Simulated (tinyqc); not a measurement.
Inside a calculation. Model: elastic trap-assisted tunnelling through a dielectric.

Computed by the program tinyqc: `OMP_NUM_THREADS=1 python tinyqc.py 2370135 2370136 out.jsonl`, one thread of a shared Intel Xeon 2.30GHz, about 0.04 s for the whole run. Printed values are rounded.

Emitter at x = 0 (Fermi level 0), collector at x = t (Fermi level -V), band edge U(x) = phi - F x, F = V/t. A trap at x has the energy E = U(x) - Et. With G(u) = (4/(3 F)) sqrt(mo/C) max(u, 0)^1.5, C = hbar^2/(2 m0): S1 = G(phi - E) - G(Et), S2 = G(Et) - G(phi - V - E), T1,2 = exp(-S1,2). The steady rate through one trap is nu T1 T2 (f1 - f2)/(T1 + T2), f1 = f(E), f2 = f(E + V), f(y) = 1/(1 + exp(y/Vt)); both contacts offer states at E.

Inputs (values chosen for the exercise); dielectric values close to those of aluminium oxide: temperature T = 350 K; barrier above the emitter Fermi level phi = 2.67 eV; tunnelling mass mo = 0.41 m0; thickness t = 5.6 nm; trap depth below the band edge of the dielectric Et = 2.06 eV; trap density Nt = 1.5e18 cm^-3; attempt frequency nu = 1e14 1/s; points of the grid n = 9; voltage V = 2.1 V; left end of the grid xa = 1.74 nm; right end of the grid xb = 3.02 nm.

Constants: q = 1.602176634e-19 C, kB = 1.380649e-23 J/K, hbar = 1.054571817e-34 J s, m0 = 9.1093837015e-31 kg, Vt = kB T/q, hbar^2/(2 m0) = 0.0380998212 eV nm^2. Results are converted to the units shown.

Range of the model: Phonon-assisted (inelastic) capture, chains of traps and a spread of trap depths are left out.

## Rate through a trap near the best position

n equally spaced x from xa to xb, where nearly all of the current flows; J = q Nt times the integral of the rate, by Simpson's rule.

x, point 0 to 8 (nm): [1.74000, 1.90000, 2.06000, 2.22000, 2.38000, 2.54000, 2.70000, 2.86000, 3.02000]
E, point 0 to 8 (eV): [-0.042500, -0.102500, -0.162500, -0.222500, -0.282500, -0.342500, -0.402500, -0.462500, -0.522500]
S1, point 0 to 8: [17.6209, 19.3593, 21.1166, 22.8927, 24.6872, 26.5001, 28.3311, 30.1801, 32.0469]
S2, point 0 to 8: [28.8946, 28.0532, 27.1735, 26.2569, 25.3049, 24.3188, 23.2997, 22.2487, 21.1667]
f1 - f2, point 0 to 8: [0.803627, 0.967657, 0.995449, 0.999375, 0.999914, 0.999988, 0.999998, 1.00000, 1.00000]
rate, point 0 to 8 (1/s): [22.7139, 63.4288, 156.936, 381.721, 665.108, 278.417, 49.3316, 7.81250, 1.20838]
J = 6.01418e-6 A/cm^2

A converged quadrature gives 6.265e-6 A/cm^2; this grid is 4.0 % below that. The rate peaks at x = 2.38 nm; traps sink below the emitter Fermi level beyond x = 1.63 nm.

## The best-placed trap against direct tunnelling

xs = 2.38 nm

At x = xs: E, S1, S2 and the occupation (T1 f1 + T2 f2)/(T1 + T2). Direct tunnelling at E = 0 has S = (4/(3 F)) sqrt(mo/C) [phi^1.5 - max(phi - V, 0)^1.5].

E = -0.282500 eV
S1 = 24.6872
S2 = 25.3049
occupation = 0.649636
S of direct tunnelling = 45.8674

The harder of the two steps has S = 25.3, 55.2 % of the direct exponent: the trap splits one long tunnelling path into two short ones.
